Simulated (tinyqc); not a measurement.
Classical Heisenberg spin chain: exact results, Metropolis, heat-bath and over-relaxation steps, and a Monte Carlo run: one step, computed by the program tinyqc.

E = -J sum_i s_i . s_(i+1) for unit vectors s_i on an open chain; K = J/(k_B T).

Question. Exact results. Each bond angle is independent, so u = <s_i . s_(i+1)> = coth K - 1/K, <s_i . s_(i+n)> = u^n, correlation length xi = -1/ln|u|, energy per bond -J u, heat capacity per bond c/k_B = 1 - K^2/sinh^2 K, and for the long chain chi = mu^2 (1 + u)/(3 k_B T (1 - u)) per spin.

Inputs (values chosen for the exercise, for a model chain of large moments): coupling J = 8.2 meV; temperature T = 176 K; moment mu = 5.7 mu_B.

Constants: k_B = 8.617333262e-05 eV/K; mu_B = 5.7883818060e-05 eV/T.

Give: K; u; xi; energy per bond; heat capacity; chi over the Curie value; chi.

Answer.

K = 0.5407

u = 0.1768

xi = 0.5771 sites

energy per bond = -1.450 meV

heat capacity = 0.09200 k_B/bond

chi over the Curie value = 1.430

chi = 0.05909 mu_B/T per spin

For |K| << 1, u = K/3 = 0.1802.
